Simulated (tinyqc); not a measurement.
Voltage acceleration of oxide breakdown, four models on the same data: one step of the calculation.

Field E = V/tox in MV/cm. Models: ln(t63/1 s) = a - c X with X = E (E model), -1/E (1/E model), ln V (power law, c the exponent n) or sqrt(E).

Task. Projection to use conditions. Project to Vu, multiply by exp[(Ea q/kB)(1/Tu - 1/Ts)] and by ks; ten years are 3.15576e8 s. The largest voltage for ten years solves the same relation for V.

Values chosen for this exercise: oxide thickness tox = 5.2 nm; use voltage Vu = 2.2 V; stress temperature Ts = 373 K; use temperature Tu = 358 K; activation energy Ea = 0.93 eV; factor for area and percentile ks = 5.1e-6.

Constants: q = 1.602176634e-19 C, kB = 1.380649e-23 J/K. Results are converted to the units shown.

```
model           c           a
E       5.1056398   51.974093
1/E     369.95043  -35.587458
power   43.699641   73.200686
sqrt E  29.915111   95.633953
```

Wanted: temperature factor; lifetime; largest voltage for ten years.

Result.

temperature factor = 3.3612

```
model   lifetime (years)  largest voltage for ten years (V)
E                 8.4318                             2.1826
1/E            1.8008e10                             2.9090
power              36464                             2.6542
sqrt E            350.99                             2.4618
```

The lifetimes span 9.33 decades, from the E model (most cautious) to the 1/E model; the allowed voltage spans 2.18 to 2.91 V. 3 of the four models pass ten years at Vu. Lifetimes beyond a thousand years are formal extrapolations.

Range of the model: All four laws are empirical fits; none is established far below the stress range.

Computed by the program tinyqc: `OMP_NUM_THREADS=1 python tinyqc.py 2070049 2070050 out.jsonl`, one thread of a shared Intel Xeon 2.30GHz, about 0.01 s for the whole run.
